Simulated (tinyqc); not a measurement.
From results to parameters: Hueckel model of a polar double bond. Computed by the program tinyqc.

Problem. A C=X pi bond in Hueckel theory has H_XX = alpha + h beta, H_CC = alpha and H_CX = k beta, with two electrons. Find h, k, the charge on carbon and the bond order.

x values of the two levels (E = alpha + x beta): 1.095038  -0.895038

Solution. The sum of the x values is h and their product is -k^2; the charge on carbon is h/sqrt(h^2 + 4k^2) and the bond order 2k/sqrt(h^2 + 4k^2).

h, k: 0.200  0.990
charge on carbon, bond order: 0.100  0.995
